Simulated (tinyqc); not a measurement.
# Thickness from the transmission

Inverse problem. A dielectric of barrier phi1 and mass m1 carries the voltage V, so U = phi1 - V x/t1. At E = 0 the WKB exponent is S = (4 t1/(3 V)) sqrt(m1/C) [phi1^1.5 - max(phi1 - V, 0)^1.5], C = hbar^2/(2 m0), and T = exp(-S). Find S, t1 and the field.

Parameters, values chosen for the exercise: barrier of layer 1 above the emitter Fermi level at zero bias phi1 = 3 eV; tunnelling mass of layer 1 m1 = 0.5 m0; voltage across the dielectric V = 4.8 V.

Constants: q = 1.602176634e-19 C, hbar = 1.054571817e-34 J s, m0 = 9.1093837015e-31 kg, hbar^2/(2 m0) = 0.0380998212 eV nm^2. Results are converted to the units shown.

T at E = 0 = 2.3710370e-14

Answer. At fixed V the exponent is proportional to t1.

S = 31.37
t1 = 6.000 nm
field = 8.000 MV/cm

Computed by the program tinyqc: `OMP_NUM_THREADS=1 python tinyqc.py 2540062 2540063 out.jsonl`, one thread of a shared Intel Xeon 2.30GHz, about 0.02 s for the whole run.
